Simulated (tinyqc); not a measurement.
Adding salt: a particle near a wafer in liquid: double-layer and van der Waals forces (DLVO), deposition barrier and removal. Computed by tinyqc, a small Python program. Command: `OMP_NUM_THREADS=1 python tinyqc.py 3112955 3112956 out.jsonl dlvo walk`. One thread of a shared host (Intel(R) Xeon(R) Processor @ 2.30GHz), about 0.01 s of CPU time with the checks.

Sphere and flat wall, Derjaguin approximation, constant potentials in the linear-superposition form, no retardation and no hydration force.

Inputs (values chosen for the exercise, of the order of those for silica on silicon in water):
```
quantity                           value   unit
particle radius R                     17     nm
Hamaker constant A                 1e-20      J
potential of the particle psi_1      -22     mV
potential of the wafer psi_2         -29     mV
salt concentration c               0.036  mol/L
valence z of the symmetric salt        1      -
temperature T                        343      K
dielectric constant of the liquid   63.7      -
```

Constants: e = 1.602176634e-19 C; N_A = 6.02214076e+23 1/mol; eps_0 = 8.8541878128e-12 F/m; k_B = 1.380649e-23 J/K; k_B = 8.617333262e-05 eV/K.

Method:
- kappa^2 = 2 z^2 e^2 N_A (1000 c)/(eps eps_0 k_B T); gamma_i = tanh(z e psi_i/(4 k_B T)); Z = 64 pi eps eps_0 (k_B T/(z e))^2 gamma_1 gamma_2.
- The barrier height is zero when U = 0 and F = 0 together: kappa h = 1 and kappa = 6 Z/(e A), e = 2.718282 here; c follows from kappa^2, with the potentials held fixed.
- U(h) = Z R exp(-kappa h) - A R/(6 h); F(h) = -dU/dh = kappa Z R exp(-kappa h) - A R/(6 h^2), positive for repulsion.
- F = 0 reads x^2 exp(-x) = y with x = kappa h and y = A kappa/(6 Z); the left side peaks at x = 2 with 4/e^2 = 0.5413, so roots exist for smaller y: x < 2 is the barrier, x > 2 the secondary minimum.
- kappa scales as sqrt(c); potentials are held fixed. A dash marks rows without a maximum.

critical concentration = 0.0808521 mol/L

kappa = 0.645534 1/nm

Z = 4.38285 pN

Against the concentration:
```
c (mol/L)  Debye length (nm)  barrier at (nm)  barrier (k_B T)  minimum at (nm)  minimum (k_B T)
8.09e-06              103.34           6.4679           13.854       1.0604e+03      -5.0923e-03
8.09e-05               32.68           3.7323           12.432       2.8770e+02      -1.8434e-02
8.09e-04               10.33           2.2056            9.997       7.5123e+01      -6.8687e-02
4.04e-03                4.62           1.5717            7.393       2.8309e+01      -1.7682e-01
1.62e-02                2.31           1.2205            4.372       1.1633e+01      -4.1221e-01
4.04e-02                1.46           1.0781            1.978       6.1892e+00      -7.3829e-01
7.28e-02                1.09           1.0350            0.303       3.9566e+00      -1.0958e+00
1.21e-01                0.84           1.0637           -1.157       2.5238e+00      -1.5770e+00
2.43e-01                0.60                -                -                -                -
```

At low salt the barrier tends to Z R = 15.7 k_B T; it is half of that between 8.1e-4 and 0.0040 mol/L and changes sign at 0.081 mol/L, while the secondary minimum deepens to -1.1 k_B T at 0.9 of that.

Extremes, crossings and ranges named in words are read from the listed rows.
